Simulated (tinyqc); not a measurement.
Inside a calculation. Method: coherent transport through a tight-binding region between two chains. One step of it, computed by the program tinyqc.

Problem. Transmission at E = -0.58 eV. Surface Green function g = (E - i sqrt(4 t^2 - E^2)) / (2 t^2); self-energy tc^2 g on each contact site; G = (E - H - Sigma)^(-1); Gamma = -2 Im Sigma; T = Gamma_L Gamma_R |G_LR|^2; local density of states -Im G_ii / pi.

H of the central region (eV), lower triangle:
```
,1,2,3,4
1,0.000000
2,-0.520000,0.930000
3,0.000000,-0.520000,0.930000
4,0.000000,0.000000,-1.530000,0.000000
```

Leads: semi-infinite chains with site energy 0:
```
parameter,value
lead hopping t (eV),2.790000
coupling to the left lead (eV),0.630000
coupling to the right lead (eV),1.350000
left contact site,1
right contact site,4
```

E = -0.580000 eV

Give: g; G; local density of states; transmission.

Solution.

g = -0.0373-0.3565i 1/eV

G (1/eV), lower triangle:
```
,1,2,3,4
1,-2.2177-0.8866i
2,-0.7287-0.3602i,-0.8901-0.1933i
3,0.1016-0.1595i,0.0671-0.2010i,0.0932-0.4241i
4,0.3480-0.0349i,0.3687-0.1327i,0.7227-0.3503i,0.5880-0.3006i
```

local density of states (1/eV): 0.2822  0.0615  0.1350  0.0957

transmission = 0.0450
